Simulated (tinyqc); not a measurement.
# Shallow acceptor in the spherical model (Baldereschi-Lipari), strong spin-orbit limit, step by step

A worked calculation. Computed by tinyqc, a small Python program that keeps every step. Command: `OMP_NUM_THREADS=1 python tinyqc.py 3028362 3028363 out.jsonl acceptor walk`. One thread of a shared host (Intel(R) Xeon(R) Processor @ 2.30GHz), about 0.01 s of CPU time with the checks. Intermediate numbers are printed to about 6 digits and carried at full precision; extremes and crossings named in words are read from the listed rows.

The 1S(3/2) state has an s envelope f(r) and a d envelope g(r). In effective units they obey -(f'' + 2f'/r + 2f/r) + mu (g'' + 5g'/r + 3g/r^2) = E f and -(g'' + 2g'/r - 6g/r^2 + 2g/r) + mu (f'' - f'/r) = E g. The cubic term, the split-off band and the central cell are left out.

Inputs (values chosen for the exercise, modelled on InP):
```
quantity                  value  unit
Luttinger gamma_1          5.04     -
Luttinger gamma_2          1.62     -
Luttinger gamma_3          2.13     -
dielectric constant eps    12.2     -
spin-orbit gap Delta_so     108   meV
functions per channel n       3     -
smallest exponent zeta_1    1.1  1/a*
ratio beta of exponents     2.2     -
```

Constants: Ry = 13.605693123 eV; a_0 = 0.529177210903 angstrom.

## Effective units and couplings

Ry* = Ry/(gamma_1 eps^2), a* = a_0 eps gamma_1, mu = (6 gamma_3 + 4 gamma_2)/(5 gamma_1), delta = (gamma_3 - gamma_2)/gamma_1; spherical masses 1/(gamma_1 (1 - mu)) (heavy) and 1/(gamma_1 (1 + mu)) (light).

Ry* = 18.1372 meV

a* = 32.5380 angstrom

mu = 0.764286

delta = 0.101190

heavy-hole mass = 0.841751 m_0

light-hole mass = 0.112461 m_0

## Matrices in a small basis

zeta_i = zeta_1 beta^(i-1), i = 1..n, in both channels. Basis: f_i = exp(-zeta_i r), g_i = r exp(-zeta_i r), weight r^2 dr, s = zeta_i + zeta_j. S_ff = 2/s^3, H_ff = zeta_i zeta_j S_ff - 2/s^2; S_gg = 24/s^5, H_gg = 8/s^3 + 24 zeta_i zeta_j/s^5 - 12/s^4; H(f_i, g_j) = mu (6 zeta_i^2/s^4 + 2 zeta_i/s^3); S_fg = 0. Each function is normalised by sqrt(S_ii).

H (Ry*):
```
           f1         f2         f3       g1       g2       g3
f1      -0.99  -0.683536  -0.242751  1.33481  1.81309  1.67296
f2  -0.683536     1.0164    4.09491  2.86585  6.46050  8.77535
f3  -0.242751    4.09491    17.6970  3.85310  13.8707  31.2688
g1    1.33481    2.86585    3.85310  1.72333  3.44516  3.98154
g2    1.81309    6.46050    13.8707  3.44516  11.2449  19.8556
g3    1.67296    8.77535    31.2688  3.98154  19.8556  60.8143
```

S:
```
         f1       f2       f3       g1       g2       g3
f1  1.00000  0.79666  0.42768  0.00000  0.00000  0.00000
f2  0.79666  1.00000  0.79666  0.00000  0.00000  0.00000
f3  0.42768  0.79666  1.00000  0.00000  0.00000  0.00000
g1  0.00000  0.00000  0.00000  1.00000  0.68463  0.24277
g2  0.00000  0.00000  0.00000  0.68463  1.00000  0.68463
g3  0.00000  0.00000  0.00000  0.24277  0.68463  1.00000
```

## Lowest level in the small basis

H c = E S c with c^T S c = 1 and the largest component positive; the d weight is the part of the norm in g.

E = -2.23633 Ry*

coefficients: f1 -0.004746, f2 0.798499, f3 0.077897, g1 -0.132933, g2 -0.413170, g3 0.000046

d weight = 0.263558

## Converged levels

Large basis: zeta_i = 0.08 x 1.55^(i-1), i = 1..20 in each channel; overlap eigenvalues below 1e-11 are dropped. Binding energies are -E Ry*; the mass that fits is E(1S) eps^2/Ry.

1S(3/2) binding in Ry* = 2.25025

1S(3/2) binding energy = 40.8133 meV

2S(3/2) binding energy = 12.1246 meV

d weight of 1S(3/2) = 0.269879

Hydrogenic mass that fits = 0.446479 m_0

The small basis recovers 99.4 % of the binding. The ratio 2S/1S is 0.297 against the hydrogenic 0.25. The fitted mass is 53 % of the heavy-hole mass. Caution: the binding exceeds a fifth of the spin-orbit gap Delta_so, so the split-off band, left out, matters.

## One mass for the acceptor?

Hydrogenic binding Ry m/eps^2; the density-of-states mass is (m_H^(3/2) + m_L^(3/2))^(2/3); errors are against the large basis.

1S binding energy:
```
mass                     value (m_0)  binding (meV)  error (%)
light hole                  0.112461        10.2802   -74.8117
1/gamma_1                   0.198413        18.1372   -55.5606
mean of heavy and light     0.477106        43.6130     6.8596
heavy hole                  0.841751        76.9457    88.5309
density of states           0.868937        79.4308    94.6198
```

The coupled result, 40.81 meV, lies between the 1/gamma_1 value (no coupling) and the heavy-hole value; the closest single rule here is "mean of heavy and light", off by +6.9 %.

## Binding against mu

The formulas are those given above.

1S(3/2):
```
mu    binding (Ry*)  d weight  binding x (1 - mu)
0.10        1.00907  0.004236            0.908167
0.23        1.05016  0.022555            0.808620
0.46        1.24051  0.092391            0.669875
0.50        1.29854  0.109789            0.649270
0.76        2.21734  0.266591            0.532162
0.80        2.58020  0.298280            0.516040
0.90        4.76833  0.388180            0.476833
0.95        9.14465  0.440016            0.457233
```

The binding grows from 1.009 to 9.14 Ry*, slowly at first (second order in mu), while the d weight rises to 0.44. The last column, the binding in units of the heavy-hole Rydberg, falls to 0.457, towards about 0.44 as mu tends to 1.

Checks made by the program: mu = 0 against hydrogen, 1 and 1/4 (relative difference 4e-06); the coupling element from the adjoint operator (relative difference below 1e-10).
